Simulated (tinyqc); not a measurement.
Across the gap: metal-induced gap states at the contact of a metal chain and a two-band chain.

The semiconductor alternates sites A at -Eg/2 and C at +Eg/2 with hopping -t; the gap runs from -Eg/2 to Eg/2. In the gap cosh(q a) = 1 + (Eg^2/4 - E^2)/(2 t^2) and the amplitude changes by -exp(-q a) a period. The metal has site energy 0 and hopping -tm; its end site has g_m = (E - i sqrt(4 tm^2 - E^2))/(2 tm^2). Sites 1, 2, ... count into the semiconductor, with energies e1, e2 alternating. The clean half chain has g1 = 1/(E - e1 - t^2 g2), g2 = 1/(E - e2 - t^2 g1), decaying root. With the contact G11 = 1/(1/g1 - tc^2 g_m), and the density on site j is -Im G_jj/pi = |psi_j/psi_1|^2 (-Im G11/pi), per spin, with psi_2/psi_1 = -t g2, psi_3/psi_2 = -t g1.

Inputs chosen for the exercise (gap and optical dielectric constant near those of HfO2; the chain itself is a model; the results hold for these values, not for the real material):

| symbol | value | unit | meaning |
|---|---|---|---|
| Eg | 5.66 | eV | gap |
| t | 2.25 | eV | hopping in the semiconductor |
| tm | 2.3 | eV | hopping in the metal |
| tc | 2.14 | eV | hopping across the contact |
| end | C |  | site that touches the metal |
| a | 3.6 | angstrom | period (two sites); one chain for each area a^2 |

E = f Eg. Share on C: the part of the summed density that lies on C sites, whose orbitals make the conduction edge.

Gap states:

| f | E (eV) | xi = 1/(2q) (angstrom) | D1 (1/eV) | D2 (1/eV) | sum (1/eV) | share on C |
|---|---|---|---|---|---|---|
| -0.48 | -2.717 | 5.14 | 0.0016 | 0.0566 | 0.1156 | 0.028 |
| -0.30 | -1.698 | 1.86 | 0.0127 | 0.0192 | 0.0373 | 0.397 |
| -0.15 | -0.849 | 1.58 | 0.0213 | 0.0127 | 0.0378 | 0.627 |
| 0.00 | 0.000 | 1.52 | 0.0308 | 0.0094 | 0.0444 | 0.766 |
| 0.15 | 0.849 | 1.58 | 0.0426 | 0.0074 | 0.0557 | 0.853 |
| 0.30 | 1.698 | 1.86 | 0.0590 | 0.0056 | 0.0755 | 0.913 |
| 0.40 | 2.264 | 2.44 | 0.0759 | 0.0040 | 0.1037 | 0.950 |
| 0.48 | 2.717 | 5.14 | 0.1020 | 0.0015 | 0.2055 | 0.986 |

Give the missing row, f = -0.40, E (eV) = -2.264.

Computed row:
```
f      E (eV)  xi = 1/(2q) (angstrom)  D1 (1/eV)  D2 (1/eV)  sum (1/eV)  share on C
-0.40  -2.264                    2.44     0.0069     0.0296      0.0473       0.189
```

The decay length xi of the density is shortest at mid-gap, 1.52 angstrom, and grows to 5.1 near the edges. The summed density is least at f = -0.3 (0.0373) and largest at f = 0.48 (0.2055 1/eV). The share on C goes from 0.03 to 0.99 and passes one half near f = -0.233, a point that depends on which site ends the chain. The states turn from valence-like to conduction-like across the gap; the branch point, where the decay is fastest, lies at mid-gap in this symmetric chain and is the usual estimate of the neutrality level.

Program tinyqc; command `OMP_NUM_THREADS=1 python tinyqc.py 1480469 1480470 out.jsonl`; about 0.01 s on one thread of a shared Intel(R) Xeon(R) Processor @ 2.30GHz.
